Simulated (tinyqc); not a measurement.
Inside a calculation. Method: RHF in the sto-3g basis, for H6, spin multiplicity 1. One step of it, computed by the program tinyqc.

Task: Orthogonalisation. S = U s U^T; canonical form X = U s^(-1/2), so that X^T S X = 1. Each column of U has its largest component positive (the first on a tie).

overlap S, order 1H 1s, 2H 1s, 3H 1s, 4H 1s, 5H 1s, 6H 1s:
$$\begin{pmatrix}
1.000000 & 0.466381 & 0.020498 & 0.001788 & 0.000006 & 0.000000 \\
0.466381 & 1.000000 & 0.141744 & 0.020540 & 0.000176 & 0.000006 \\
0.020498 & 0.141744 & 1.000000 & 0.466950 & 0.020498 & 0.001788 \\
0.001788 & 0.020540 & 0.466950 & 1.000000 & 0.141518 & 0.020498 \\
0.000006 & 0.000176 & 0.020498 & 0.141518 & 1.000000 & 0.466950 \\
0.000000 & 0.000006 & 0.001788 & 0.020498 & 0.466950 & 1.000000
\end{pmatrix}$$

Give: eigenvalues of S; X.

Result:

eigenvalues of S: [0.456, 0.523, 0.600, 1.342, 1.477, 1.602]

X, order 1H 1s, 2H 1s, 3H 1s, 4H 1s, 5H 1s, 6H 1s:
$$\begin{pmatrix}
-0.450 & -0.676 & 0.524 & -0.348 & -0.405 & 0.247 \\
0.556 & 0.697 & -0.425 & -0.276 & -0.412 & 0.300 \\
-0.763 & -0.107 & -0.617 & 0.420 & -0.062 & 0.401 \\
0.764 & -0.100 & 0.618 & 0.420 & 0.060 & 0.401 \\
-0.559 & 0.698 & 0.421 & -0.274 & 0.413 & 0.300 \\
0.453 & -0.678 & -0.520 & -0.347 & 0.406 & 0.248
\end{pmatrix}$$
